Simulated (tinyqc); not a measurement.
Rapid thermal processing of a wafer: radiative balance, ramp and cooling, pattern effects, pyrometer error and spike budget: one step, computed by the program tinyqc. Command: `OMP_NUM_THREADS=1 python tinyqc.py 3112266 3112267 out.jsonl rtp walk`. One thread of a shared host (Intel(R) Xeon(R) Processor @ 2.30GHz), about 0.04 s of CPU time with the checks.

The wafer is opaque and uniform through its thickness unless said otherwise; temperatures in formulas are in kelvin (C + 273.15). sigma = 5.670374419e-12 W/(cm^2 K^4).

Task: Pattern effect. At steady state a sinusoidal change of absorbed power of relative amplitude a and period p gives the temperature amplitude a q/(dq/dT + k d (2 pi/p)^2); healing length l = sqrt(k d/(dq/dT)); process change = E_a dT/(k_B T^2). Emissivity is taken as unchanged.

Inputs (values chosen for the exercise, modelled on a hot silicon wafer): wafer thickness d = 625 micrometre; thermal conductivity k = 0.28 W/(cm K); wall temperature T_w = 500 K; process temperature = 918 C; relative change of absorptivity over a pattern = 13 %; period of the pattern = 1.1 mm; activation energy of the process E_a = 2.7 eV.

dq/dT = 34.88997 mW/(cm^2 K)

holding power q = 10.79192 W/cm^2

Constants: k_B = 8.617333262e-05 eV/K.

Give: healing length l; amplitude without lateral conduction; amplitude; change of the process rate.

Result:

healing length l = 7.082 mm

amplitude without lateral conduction = 40.21 K

amplitude = 0.02456 K

change of the process rate = 0.05423 %

Lateral conduction cuts the amplitude to 0.061 %, since p/(2 pi l) = 0.025.
